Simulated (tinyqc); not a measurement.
# Space-charge-limited current with shallow traps: effect of the thickness

One carrier type, drift only, an injecting contact at x = 0 (zero field) and thickness L. The share th = y/(1 + y), y = (Nc/Nt) exp(-Et/kB T), of the injected charge is free: J = q mu n F, eps0 eps_r dF/dx = q (n - n0)/th.

Ohmic J = q n0 mu V/L; Mott-Gurney J = (9/8) th eps0 eps_r mu V^2/L^3; they cross at Vx = 8 q n0 L^2/(9 th eps0 eps_r); traps fill at V_TFL = q Nt L^2/(2 eps0 eps_r). Exact: with u = n0/n(L), w = -u - ln(1 - u) and v = -u - u^2/2 - ln(1 - u), V = (q n0 L^2/(th eps0 eps_r)) v/w^2 and J = q^2 n0^2 mu L/(th eps0 eps_r w).

Values chosen for this exercise:
```
symbol   value        unit                              meaning
T          350           K                          temperature
eps_r     22.2                            relative permittivity
mu       0.078  cm^2/(V s)                             mobility
Nc      7.8e19       cm^-3               band density of states
Nt      2.8e15       cm^-3                         trap density
Et        0.23          eV                           trap depth
n0      9.4e12       cm^-3  free carrier density in equilibrium
V          5.6           V                              voltage
```

Constants: q = 1.602176634e-19 C, kB = 1.380649e-23 J/K, Vt = kB T/q, eps0 = 8.8541878128e-14 F/cm where lengths are in cm. Results are converted to the units shown.

Results:
```
L (nm)  J (A/cm^2)  ohmic (A/cm^2)  Mott-Gurney (A/cm^2)  d ln J/d ln V
1900        0.7371        0.003462                0.7345          1.996
3600        0.1094        0.001827                0.1080          1.987
5100       0.03895        0.001290               0.03798          1.975
7000       0.01540        9.398e-4               0.01469          1.954
9700      0.006034        6.782e-4              0.005520          1.914
14000     0.002196        4.699e-4              0.001836          1.833
19000     0.001004        3.462e-4              7.345e-4          1.723
```

Estimate the missing row, L = 2600 nm.

Computed row:
```
L (nm)  J (A/cm^2)  ohmic (A/cm^2)  Mott-Gurney (A/cm^2)  d ln J/d ln V
2600        0.2886        0.002530                0.2867          1.993
```

With this row back in the table: J falls from 0.737 to 0.00100 A/cm^2, as L^(-2.99) between the first two rows and L^(-2.56) between the last two (space charge -3, ohmic -1). The thickness law marks a bulk-limited current; an electrode-limited one depends on V/L alone. For L = 1900, 2600 V exceeds half of V_TFL, which goes as L^2, so trap filling, left out here, would raise the current.

Range of the model: Diffusion and a field-dependent mobility are left out. With injecting contacts the diffusion current, about 4 pi^2 Vt th eps0 eps_r mu V/L^3, equals the Mott-Gurney current at V = 35 kB T/q (0.9 V at 300 K), so the drift-only result needs V well above that.

Program tinyqc, `OMP_NUM_THREADS=1 python tinyqc.py 2370121 2370122 out.jsonl`; Intel Xeon 2.30GHz, shared host, one thread, about 0.01 s.
